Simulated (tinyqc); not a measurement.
# Random telegraph noise from one oxide trap in a small MOSFET, step by step

Numbers from tinyqc (`OMP_NUM_THREADS=1 python tinyqc.py 2710115 2710116 out.jsonl`; about 0.01 s on one thread of a shared Intel Xeon 2.30GHz). Printed values are rounded.

An acceptor-like trap exchanges electrons with the channel. Inversion charge Q = Cox u, u = n Vt W0(exp((Vg - VT)/(n Vt))), W0 the Lambert function, n = nf, Cox = eps0 eox/tox; linear regime Id = (W/L) mu Q Vd. Relative to threshold the surface potential rises by Vt ln(u/u0) and the oxide voltage by the rest of Vg - VT, with u0 = n Vt W0(1).

Values chosen for this exercise; values of the order met in silicon transistors:
```
symbol    value        unit                                                                 meaning
T           300           K                                                             temperature
eox         3.9              relative permittivity of the gate insulator (close to silicon dioxide)
tox         1.8          nm                                                     insulator thickness
xt          0.6          nm                            depth of the trap from the channel interface
E0         0.24          eV                   trap level above the channel Fermi level at threshold
s0        2e-16        cm^2                                                       capture prefactor
EB         0.28          eV                                    capture barrier (lattice relaxation)
lt          0.1          nm                                                 tunnelling decay length
vth       1.7e7        cm/s                                                        thermal velocity
zi          2.6          nm                                        thickness of the inversion layer
VT          0.5           V                                                       threshold voltage
nf         1.27                                                                         body factor
W            59          nm                                                              gate width
L            98          nm                                                             gate length
mu          170  cm^2/(V s)                                                                mobility
asc     1.8e-16         V s                              scattering coefficient of the charged trap
Vd          0.1           V                                                           drain voltage
Vg         1.05           V                                                            gate voltage
```

Constants: q = 1.602176634e-19 C, kB = 1.380649e-23 J/K, Vt = kB T/q, eps0 = 8.8541878128e-14 F/cm where lengths are in cm. Results are converted to the units shown.

Range of the model: VT is taken as given; short-channel effects and the uneven flow of current among few electrons are left out.

## Trap level, time constants and occupancy

N = Cox u/q; dpsi = Vt ln(u/u0); E = E0 - dpsi - (xt/tox)(Vg - VT - dpsi); capture time tc = 1/[(N/zi) vth s0 exp(-xt/lt - EB/Vt)]; emission time te = tc exp(-E/Vt); occupancy te/(tc + te).

u = 0.463108 V
N = 5.54514e12 cm^-2
dpsi = 0.0830805 V
E = 0.00127963 eV
tc = 2.81282e-4 s
te = 2.67698e-4 s
occupancy = 0.487628

The trap lies 0.049 Vt above the Fermi level, so it is filled 48.8 % of the time.

## Step height

A = W L; threshold step dV = q (1 - xt/tox)/(Cox A); gm/Id = 1/(u + n Vt); relative step dI/I = (gm/Id) dV + asc mu/A. Id as defined.

electrons in the channel N A = 320.620
dV = 0.962942 mV
gm/Id = 2.01637 1/V
number part of dI/I = 0.194165 %
dI/I = 0.247088 %
Id = 9.09281 uA
dI = 22.4672 nA

## Lorentzian spectrum

Spectrum S(f) = 4 dI^2/{(tc + te)[(1/tc + 1/te)^2 + (2 pi f)^2]}; corner fc = (1/tc + 1/te)/(2 pi); variance dI^2 tc te/(tc + te)^2. Give S at f = 0, at fc and at 10 fc.

fc = 1160.35 Hz
S(0) = 6.91931e-20 A^2/Hz
S(fc) = 3.45966e-20 A^2/Hz
S(10 fc) = 6.85081e-22 A^2/Hz
rms current = 11.2302 nA

The rms value is 0.500 of the step; it reaches its largest share, 1/2, when tc = te.
